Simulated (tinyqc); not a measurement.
Non-radiative capture by multiphonon emission, one effective mode. The energy-gap law. Computed by tinyqc, a small Python program. Command: `OMP_NUM_THREADS=1 python tinyqc.py 3011172 3011173 out.jsonl capture sweep`. One thread of a shared host (Intel(R) Xeon(R) Processor @ 2.30GHz), about 0.05 s of CPU time with the checks.

The initial state (free carrier plus empty centre) lies dE above the final state; both have the same frequency and are displaced by dQ.

Inputs (values chosen for the exercise, with mass, screening and phonons like those of beta-Ga2O3):
```
quantity                     value                   unit
phonon energy hbar omega      32.4                    meV
Huang-Rhys factor S           13.9                      -
electron-phonon coupling W  0.0024  eV/(u^(1/2) angstrom)
cell volume V                 1250             angstrom^3
degeneracy g                     4                      -
broadening b                    19                    meV
carrier mass m                2.94                    m_0
dielectric constant eps       10.1                      -
temperature T                  300                      K
defect density N_t           2e+15                  cm^-3
```

Centre: repulsive.

Constants: hbar^2/u = 4.18015928e-03 eV angstrom^2; k_B = 8.617333262e-05 eV/K; hbar = 6.582119569e-16 eV s; Ry = 13.605693123 eV; k_B = 1.380649e-23 J/K; m_0 = 9.1093837015e-31 kg.

Method:
- dQ = sqrt(2 S (hbar^2/u)/hbar omega); relaxation energy lambda = S hbar omega; phonons needed P = dE/hbar omega; classical barrier E_b = (dE - lambda)^2/(4 lambda); occupation n = 1/(exp(hbar omega/k_B T) - 1).
- Huang-Rhys weight for a net emission of p phonons: L_p = exp(-S (2n + 1)) ((n + 1)/n)^(p/2) I_p(2 S sqrt(n (n + 1))), I_p the modified Bessel function.
- M_p = sum_m w_m <m_i|Q|(m + p)_f>^2 with Q counted from the final minimum and Boltzmann weights w_m for m = 0..24; <m_i|Q|k_f> = sqrt((hbar^2/u)/(2 hbar omega)) [sqrt(k) <m|k-1> + sqrt(k+1) <m|k+1>], with overlaps of oscillators displaced by d = sqrt(2 S) summed on 1500 points from -16 to 16 + d.
- The delta function is a Gaussian of standard deviation b at dE - p hbar omega.
- C_0 = V (2 pi/hbar) g W^2 sum_p M_p Gaussian_p. The sum runs over the seven p from round(P) - 3 to round(P) + 3; 1 angstrom^3 = 1e-24 cm^3.
- Sommerfeld factor of a repulsive centre: s(k) = 2 pi nu/(exp(2 pi nu) - 1), nu = sqrt(Ry*/E), Ry* = Ry m/eps^2, averaged over (2/sqrt(pi)) sqrt(x) exp(-x) dx with x = E/k_B T = t^2 (trapezoid, t to 6 in steps of 0.01).
- C = s C_0; v = sqrt(3 k_B T/m); sigma = C/v; tau = 1/(C N_t).

One run for each value:
```
energy released dE (eV)  capture coefficient C (cm^3/s)  classical barrier E_b (eV)       P
0.350                                        2.6362e-14                  5.5912e-03  10.802
0.447                                        3.8788e-14                  6.2670e-06  13.796
0.543                                        3.9096e-14                  4.7641e-03  16.759
0.640                                        2.7800e-14                  1.9964e-02  19.753
0.736                                        1.4398e-14                  4.5292e-02  22.716
0.832                                        5.5535e-15                  8.0851e-02  25.679
0.929                                        1.6063e-15                  1.2717e-01  28.673
1.120                                        6.6403e-17                  2.4892e-01  34.568
```

Give the missing row, energy released dE (eV) = 1.030.

Computed row:
```
energy released dE (eV)  capture coefficient C (cm^3/s)  classical barrier E_b (eV)       P
1.030                                        3.3505e-16                  1.8651e-01  31.790
```

Interpolating between the two neighbouring rows (linearly) misses most in capture coefficient C (cm^3/s), by 140 %. Over the rows, capture coefficient C (cm^3/s) goes from 2.64e-14 through a maximum among these rows, 3.91e-14 at 0.543, to 6.64e-17; classical barrier E_b (eV) goes from 0.00559 through a minimum among these rows, 6.27e-6 at 0.447, to 0.249; P rises from 10.8 to 34.6 (exponent d ln y / d ln x about 1.0 throughout). ln C changes by -0.58 for each added phonon at the high end; the slope is still steepening, and becomes nearly constant only for P well above S. The maximum lies somewhat above dE = S hbar omega, where the barrier vanishes, because the matrix element of Q grows with dE.

Caution (all rows): the effective Bohr radius is under 10 angstrom, so the effective-mass Sommerfeld factor is rough. Caution (rows 1.12): the largest term is not the one nearest energy conservation, so C_0 depends strongly on the broadening b.

Extremes, crossings and ranges named in words are read from the listed rows.
